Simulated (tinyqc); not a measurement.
What moves the results: phonon-assisted absorption at an indirect gap. A value that a table varies takes the place of the one given here.

alpha(E) = sum_j A_j [N_j (E - Eg + w_j)^2 + (N_j + 1)(E - Eg - w_j)^2], each bracket counted only where its base is positive; N_j = 1/(exp(w_j/kB T) - 1). The first term absorbs a phonon and the second emits one; excitons and direct transitions are left out.

Photodiode (Gaertner form with a dead layer): QE = (1 - R) exp(-alpha xj) [1 - exp(-alpha W)/(1 + alpha L)], R = ((nr - 1)/(nr + 1))^2; responsivity = QE/E in A/W for E in eV.

Constants: kB = 8.617333262e-05 eV/K.

Values chosen for the exercise (loosely those of GaP at room temperature; Eg is not tied to T; the results hold for these values, not for the real material):

| symbol | value | unit | meaning |
|---|---|---|---|
| Eg | 2.278 | eV | indirect gap, held fixed unless listed |
| w | (45.5, 13.6) | meV | two zone-edge phonons |
| A | (5000, 1400) | 1/(cm eV^2) | their strengths |
| T | 200 | K |  |
| nr | 3.43 |  | refractive index |
| xj | 0.16 | micrometre | dead layer at the surface |
| W | 2.8 | micrometre | depleted width |
| L | 21 | micrometre | minority diffusion length below it |
| E | 2.714 | eV | photon energy |

## The square root of alpha at three temperatures

The gap is held fixed, so only the phonon occupations change.

sqrt(alpha) (1/cm^(1/2)):

| E - Eg (eV) | 4 K | 77 K | 600 K |
|---|---|---|---|
| -0.04 | 0.000 | 0.013 | 0.327 |
| -0.02 | 0.000 | 0.059 | 1.518 |
| 0.00 | 0.000 | 0.222 | 2.863 |
| 0.02 | 0.239 | 0.567 | 4.550 |
| 0.04 | 0.988 | 1.324 | 6.595 |
| 0.07 | 2.730 | 3.104 | 10.207 |
| 0.10 | 5.030 | 5.445 | 14.340 |
| 0.15 | 8.980 | 9.502 | 21.585 |
| 0.20 | 12.961 | 13.604 | 28.985 |
| 0.30 | 20.945 | 21.840 | 43.938 |
| 0.45 | 32.935 | 34.216 | 66.490 |
| 0.60 | 44.931 | 46.601 | 89.089 |

Below the gap only phonon absorption acts: at E - Eg = -0.02 eV sqrt(alpha) is 0.000, 0.059 and 1.518 at 4, 77 and 600 K. A straight line through the last two rows meets the axis at E - Eg = +0.0382, +0.0356 and +0.0087 eV: the intercept is roughly a weighted mean of the thresholds, not the gap, and it moves from the emission side towards Eg as the occupations grow. At the last row alpha grows by a factor 3.93 from the lowest to the highest temperature at fixed gap.

## Spectral response

Response:

| E (eV) | wavelength (nm) | alpha (1/cm) | 1/alpha (micrometre) | dead layer | collected | QE | A/W |
|---|---|---|---|---|---|---|---|
| 2.30 | 539 | 3.41 | 2.93e+03 | 1.000 | 0.008 | 0.006 | 0.002 |
| 2.34 | 530 | 18.6 | 538 | 1.000 | 0.043 | 0.030 | 0.013 |
| 2.40 | 517 | 93.9 | 107 | 0.998 | 0.186 | 0.130 | 0.054 |
| 2.48 | 500 | 301 | 33.3 | 0.995 | 0.436 | 0.304 | 0.122 |
| 2.58 | 481 | 730 | 13.7 | 0.988 | 0.678 | 0.469 | 0.182 |
| 2.73 | 454 | 1.73e+03 | 5.78 | 0.973 | 0.867 | 0.590 | 0.216 |
| 2.93 | 423 | 3.73e+03 | 2.68 | 0.942 | 0.960 | 0.632 | 0.216 |
| 3.18 | 390 | 7.30e+03 | 1.37 | 0.890 | 0.992 | 0.617 | 0.194 |
| 3.48 | 356 | 1.31e+04 | 0.761 | 0.810 | 0.999 | 0.566 | 0.163 |
| 3.88 | 320 | 2.36e+04 | 0.424 | 0.685 | 1.000 | 0.479 | 0.124 |

QE is highest, 0.632, at 2.93 eV of those listed and the responsivity at 2.73 eV; reflection alone caps QE at 0.699. Near the gap weak absorption limits it (collected share 0.008); at the top the dead layer passes 0.685. Far above the gap the quadratic law and a constant index are only rough; in the real crystal direct transitions take over near 2.8 eV, so the rows above that understate alpha.

## What moves the response

At the energy E. Each row changes one parameter from the base and keeps the others.

Results:

| case | alpha (1/cm) | QE |
|---|---|---|
| base | 1603 | 0.5818 |
| Eg = 2.258 eV | 1763 | 0.5914 |
| T = 250 K | 1882 | 0.5975 |
| W = 5.6 micrometre | 1603 | 0.6178 |
| L = 10.5 micrometre | 1603 | 0.5193 |
| xj = 0.32 micrometre | 1603 | 0.5671 |
| nr = 3.6 | 1603 | 0.5663 |

The largest shifts from the base row, up to three for each result and ties (the steps differ in size, so this ranks the rows, not the parameters). alpha (1/cm): T +279, Eg +160; unchanged at the printed digits by W, L, xj and nr. QE: L -0.0625, W +0.0360, T +0.0157.

tinyqc: `OMP_NUM_THREADS=1 python tinyqc.py 1652589 1652590 out.jsonl`; about 0.01 s, one thread, shared Intel(R) Xeon(R) Processor @ 2.30GHz.
